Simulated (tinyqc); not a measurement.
Bandgap voltage reference from two bipolar transistors: two steps of the calculation.

Two transistors of area 1 and N carry the same current I. Is(T) = Is (T/T0)^eta exp[(Vg0 q/kB)(1/T0 - 1/T)], VBE1 = Vt ln(I/Is(T)) + I rb, VBE2 = Vt ln(I/(N Is(T))) + I rb/N. The amplifier forces I R1(T) = VBE1 - VBE2 + Vos, with R(T) = R (1 + tc (T - T0)) for both resistors, and the output is Vref = VBE1 + I R2(T). Base currents and the Early effect are neglected.

Inputs (values chosen for the exercise); values of the order met in silicon bipolar transistors:
```
symbol,value,unit,meaning
T0,323,K,reference temperature
Vg0,1.152,V,band-gap voltage extrapolated to 0 K
eta,3.3,,temperature exponent of the saturation current
Is,3.3e-18,A,saturation current of the unit transistor at T0
N,24,,area ratio of the second transistor
R1,37,kohm,"resistor across which the difference of VBE falls, at T0"
tc,1100,ppm/K,temperature coefficient of both resistors
Vos,0.7,mV,offset of the amplifier
rb,0,ohm,series resistance of the unit transistor
R2,200.7,kohm,output resistor at T0
T,333,K,temperature
```

Constants: q = 1.602176634e-19 C, kB = 1.380649e-23 J/K. Results are converted to the units shown.

Problem 1. Operating point at the reference temperature. Vt = kB T/q; I = (Vt ln N + Vos)/(R1(T) - rb (1 - 1/N)). Evaluate at T = T0.

Give: Vt; I; Is(T); VBE1; I R2; Vref.

Solution 1.

Vt = 0.02783 V
I = 2.410 uA
Is(T) = 3.300e-18 A
VBE1 = 0.7603 V
I R2 = 0.4836 V
Vref = 1.244 V

Problem 2. Operating point at another temperature. 

Wanted: Vt; I; Is(T); VBE1; I R2; Vref.

Solution 2.

Vt = 0.028696 V
I = 2.4567 uA
Is(T) = 1.2647e-17 A
VBE1 = 0.74587 V
I R2 = 0.49848 V
Vref = 1.2443 V

From T0 to T, VBE1 changes by -14.5 mV and I R2 by 14.9 mV, which leaves 0.396 mV in Vref.

Program tinyqc, `OMP_NUM_THREADS=1 python tinyqc.py 2062078 2062079 out.jsonl`; Intel Xeon 2.30GHz, shared host, one thread, about 0.02 s.
